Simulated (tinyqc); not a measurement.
# Phonon and roughness prefactors from two fields

Question. At 300 K and high field 1/mu = E^(1/3)/Ap + E^gs/As, E in MV/cm. Find Ap and As.

Inputs (values chosen for the exercise): exponent of the roughness term gs = 2.

mu at E = 0.48 and 1.12 MV/cm (cm^2/(V s)): [456.76679, 247.76919]

Answer. Two linear equations in 1/Ap and 1/As.

Ap = 409.0 cm^2/(V s)
As = 838.0 cm^2/(V s)

Computed by the program tinyqc: `OMP_NUM_THREADS=1 python tinyqc.py 2510103 2510104 out.jsonl`, one thread of a shared Intel Xeon 2.30GHz, about 0.01 s for the whole run.
